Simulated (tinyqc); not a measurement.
Against doping: dopants and charged point defects at anneal temperature: Fermi-level effect, clustering and pairing. Computed by tinyqc, a small Python program. Command: `OMP_NUM_THREADS=1 python tinyqc.py 3001461 3001462 out.jsonl pairing walk`. One thread of a shared host (Intel(R) Xeon(R) Processor @ 2.30GHz), about 0.01 s of CPU time with the checks.

Boltzmann statistics and full ionisation of active dopants. Energies are counted from the valence band; the defect (a vacancy or self-interstitial) has five charge states, with all degeneracy factors one.

Inputs (values chosen for the exercise, with bands modelled on 4H-SiC):
```
quantity                                         value   unit
gap at 0 K E_g0                                   3.32     eV
Varshni alpha                                 0.000317   eV/K
Varshni beta                                       695      K
electron mass m_e                                0.379    m_0
valleys M_c                                          3      -
hole mass m_h                                     2.05    m_0
anneal temperature T                              1460      K
total dopant density N                         5.2e+18  cm^-3
formation enthalpy of the neutral defect H_f      4.86     eV
formation entropy S_f                              3.8    k_B
site density N_s                               3.4e+22  cm^-3
```

Dopant: donor. Second part: pairing with a mobile impurity.

defect levels as fractions of E_g(T): (2+/+), (+/0), (0/-), (-/2-): 0.14  0.16  0.56  0.61

Constants: m_0 = 9.1093837015e-31 kg; k_B = 1.380649e-23 J/K; h = 6.62607015e-34 J s; k_B = 8.617333262e-05 eV/K.

Method:
- E_g = E_g0 - alpha T^2/(T + beta).
- N_c = 2 M_c (2 pi m_e k_B T/h^2)^(3/2) and N_v = 2 (2 pi m_h k_B T/h^2)^(3/2), masses in units of m_0.
- n_i = sqrt(N_c N_v) exp(-E_g/2 k_B T); E_i = E_g/2 + (k_B T/2) ln(N_v/N_c).
- No clustering: A = N.
- n = A/2 + sqrt(A^2/4 + n_i^2) for an active density A.
- chi = n/n_i (for acceptors n_i/p); E_F = E_i + k_B T ln chi; field enhancement h = 1 + A/sqrt(A^2 + 4 n_i^2).
- C_0 = N_s exp(S_f/k_B) exp(-H_f/k_B T). Ratios to the neutral state at E_F = E_i: r_+ = exp((E(+/0) - E_i)/k_B T), r_2+ = r_+ exp((E(2+/+) - E_i)/k_B T), r_- = exp((E_i - E(0/-))/k_B T), r_2- = r_- exp((E_i - E(-/2-))/k_B T); at other E_F state q scales as chi^(-q). The enhancement is sum r_q chi^(-q)/sum r_q. The charge on the defects is left out of neutrality.
- chi = n/n_i; h = 1 + A/sqrt(A^2 + 4 n_i^2); the dopant diffusivity over its intrinsic value is D/D_i = enhancement x h x A/N, if every charge state carries the dopant equally well.

E_g = 3.00644 eV

k_B T = 0.125813 eV

n_i = 2.49920e+15 cm^-3

E_i = 1.59340 eV

effective density of states N_b of the majority band = 1.88582e+20 cm^-3

neutral defects C_0 = 2.54419e+07 cm^-3

Charge states:
```
state      ratio r  intrinsic (cm^-3)  doped (cm^-3)
2+     1.29684e-08        3.29941e-01    7.62138e-08
+      1.44618e-04        3.67937e+03    1.76836e+00
0      1.00000e+00        2.54419e+07    2.54419e+07
-      4.88201e-01        1.24208e+07    2.58434e+10
2-     7.21606e-02        1.83590e+06    7.94792e+12
```

Trend at the anneal temperature:
```
N (cm^-3)  active A (cm^-3)         chi  defect enhancement  mean charge       D/D_i
7.50e+13           7.50e+13  1.0151e+00          1.0061e+00      -0.4103  1.0212e+00
3.30e+14           3.30e+14  1.0682e+00          1.0279e+00      -0.4277  1.0956e+00
1.40e+15           1.40e+15  1.3186e+00          1.1338e+00      -0.5056  1.4396e+00
6.40e+15           6.40e+15  2.9050e+00          1.9399e+00      -0.8708  3.4688e+00
2.80e+16           2.80e+16  1.1292e+01          1.0070e+01      -1.5219  1.9983e+01
1.20e+17           1.20e+17  4.8036e+01          1.2237e+02      -1.8667  2.4463e+02
5.40e+17           5.40e+17  2.1607e+02          2.2272e+03      -1.9691  4.4542e+03
2.40e+18           2.40e+18  9.6031e+02          4.2945e+04      -1.9930  8.5889e+04
1.00e+19           1.00e+19  4.0013e+03          7.4159e+05      -1.9983  1.4832e+06
```

What follows from these numbers?

Well below n_i = 2.50e15 cm^-3 chi and the enhancement are near 1. At any doping d ln(enhancement)/d ln chi equals minus the mean charge, which goes from -0.41 to -2.00 over the rows.
